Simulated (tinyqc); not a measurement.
Sp3 tight binding, zinc-blende lattice, step by step. One step of it, computed by the program tinyqc.

Task: Bloch Hamiltonian at G. Slater-Koster rules over the four bonds with direction cosines (l, m, n): ss V_ss; s-px l V_sp; px-s -l V_sp; px-px l^2 V_pps + (1 - l^2) V_ppp; px-py l m (V_pps - V_ppp); each times exp(i k.d).

Parameters chosen for this model: zinc-blende lattice, anion at 0, cation at a/4 (1,1,1); V = eta hbar^2 / (m d^2), hbar^2/m = 7.619964 eV angstrom^2:
```
parameter          value      unit
a               6.430000  angstrom
d               2.784272  angstrom
Es anion      -16.450000        eV
Ep anion       -6.600000        eV
Es cation     -14.560000        eV
Ep cation      -5.620000        eV
eta ss         -1.260000
eta sp          1.620000
eta pp sigma    3.190000
eta pp pi      -0.580000
V ss           -1.238512        eV
V sp            1.592373        eV
V pp sigma      3.135598        eV
V pp pi        -0.570109        eV
```

k point G (2 pi / a): 0  0  0

Give: H(k) at G.

Result:

H(k) at G (eV), lower triangle:
```
          a s    a px    a py    a pz      c s    c px    c py    c pz
a s   -16.450
a px    0.000  -6.600
a py    0.000   0.000  -6.600
a pz    0.000   0.000   0.000  -6.600
c s    -4.954   0.000   0.000   0.000  -14.560
c px    0.000   2.661   0.000   0.000    0.000  -5.620
c py    0.000   0.000   2.661   0.000    0.000   0.000  -5.620
c pz    0.000   0.000   0.000   2.661    0.000   0.000   0.000  -5.620
```
